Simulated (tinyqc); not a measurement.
Inputs raised by 10 %, one at a time: surface photovoltage measurement of the minority-carrier diffusion length in a wafer. Computed by tinyqc, a small Python program. Command: `OMP_NUM_THREADS=1 python tinyqc.py 3130268 3130269 out.jsonl spv sens`. One thread of a shared host (Intel(R) Xeon(R) Processor @ 2.30GHz), about 0.02 s of CPU time with the checks.

Low injection, steady light, a depletion layer much thinner than 1/alpha and L. The excess density dn is taken at the front edge of the neutral region; light that reaches the back is lost.

Inputs (values chosen for the exercise, modelled on p-type silicon at room temperature):

| quantity | value | unit |
|---|---|---|
| diffusion length L | 360 | micrometre |
| wafer thickness W | 725 | micrometre |
| diffusivity D | 25.4 | cm^2/s |
| front recombination velocity S_f | 200 | cm/s |
| back recombination velocity S_b | 4600 | cm/s |
| photon flux entering | 1.1e+11 | 1/(cm^2 s) |
| minority density at the surface barrier scale n_0 | 1.2e+09 | 1/cm^3 |
| temperature T | 298 | K |
| wavelength | 912 | nm |
| relative noise of each reading | 1 | % |
| diffusion length after pair splitting over L | 0.66 | - |
| iron factor C | 1.03e+16 | micrometre^2/cm^3 |

normal deviates g for the noise: -0.22  1.54  0.72  -1.14  0.17  -0.85  1.41

Constants: k_B = 8.617333262e-05 eV/K.

Method:
- alpha = (84.732/lambda - 76.417)^2 per cm with lambda in micrometre (an empirical fit for silicon between 0.7 and 1.05 micrometre).
- Thick wafer: dn = Phi L/((S_f + D/L)(L + 1/alpha)). Finite wafer, with s = S_b L/D, w = W/L, a = alpha L: dn = [Phi a/(a^2 - 1)] [a - B - exp(-alpha W)(a - s)/(cosh w + s sinh w)]/(S_f + B D/L), B = (sinh w + s cosh w)/(cosh w + s sinh w).
- Photovoltage V = (k_B T/e) ln(1 + dn/n_0). Lifetime = L^2/D.
- Readings y = (Phi/dn) (1 + noise x g) at 780, 830, 880, 920, 950, 975 and 995 nm; a least-squares line y = c (1/alpha + L_app) gives L_app = intercept/slope.
- Splitting iron-boron pairs in boron-doped silicon shortens L; with nothing else changing, [Fe] = C (1/L_after^2 - 1/L^2). It is evaluated with the true lengths and with the apparent ones (without noise), which differ when the wafer is not thick against L.

Runs:

| input moved | from | to | dn, finite wafer (1/cm^3) | apparent length L_app (micrometre) | photovoltage V (mV) | [Fe] from the apparent lengths (1/cm^3) |
|---|---|---|---|---|---|---|
| base run | - | - | 1.0766e+08 | 334.59 | 2.2063 | 9.6855e+10 |
| diffusion length L (micrometre) | 360 | 396 | 1.1565e+08 | 360.01 | 2.3628 | 7.8596e+10 |
| wafer thickness W (micrometre) | 725 | 797.5 | 1.0850e+08 | 340.94 | 2.2229 | 9.8544e+10 |
| diffusivity D (cm^2/s) | 25.4 | 27.94 | 9.9911e+07 | 335.17 | 2.0537 | 9.6998e+10 |
| front recombination velocity S_f (cm/s) | 200 | 220 | 1.0538e+08 | 334.59 | 2.1615 | 9.6855e+10 |
| back recombination velocity S_b (cm/s) | 4600 | 5060 | 1.0759e+08 | 334.05 | 2.2049 | 9.6723e+10 |
| photon flux entering (1/(cm^2 s)) | 1.1e+11 | 1.21e+11 | 1.1843e+08 | 334.59 | 2.4169 | 9.6855e+10 |
| wavelength (nm) | 912 | 1003.2 | 8.1700e+07 | 334.59 | 1.6914 | 9.6855e+10 |

Exponents ln(y'/y) / ln(x'/x):

| input | dn, finite wafer | apparent length L_app | photovoltage V | [Fe] from the apparent lengths |
|---|---|---|---|---|
| diffusion length L | 0.751 | 0.768 | 0.719 | -2.192 |
| wafer thickness W | 0.082 | 0.197 | 0.078 | 0.181 |
| diffusivity D | -0.784 | 0.018 | -0.752 | 0.015 |
| front recombination velocity S_f | -0.225 | 0.000 | -0.215 | 0.000 |
| back recombination velocity S_b | -0.007 | -0.017 | -0.007 | -0.014 |
| photon flux entering | 1.000 | 0.000 | 0.956 | 0.000 |
| wavelength | -2.895 | 0.000 | -2.788 | 0.000 |

To which inputs is each result most sensitive?

Among the inputs moved here: dn, finite wafer answers most in size to wavelength (exponent -2.895), next to photon flux entering (+1.000). Apparent length L_app answers most in size to diffusion length L (exponent +0.768), next to wafer thickness W (+0.197); its exponent is below 0.0005 for front recombination velocity S_f, photon flux entering, wavelength. Its exponent 0.000 in front recombination velocity S_f: S_f scales all readings alike. Photovoltage V answers most in size to wavelength (exponent -2.788), next to photon flux entering (+0.956). Its exponent +0.956 in photon flux entering: the linear range. [Fe] from the apparent lengths answers most in size to diffusion length L (exponent -2.192), next to wafer thickness W (+0.181); its exponent is below 0.0005 for front recombination velocity S_f, photon flux entering, wavelength.
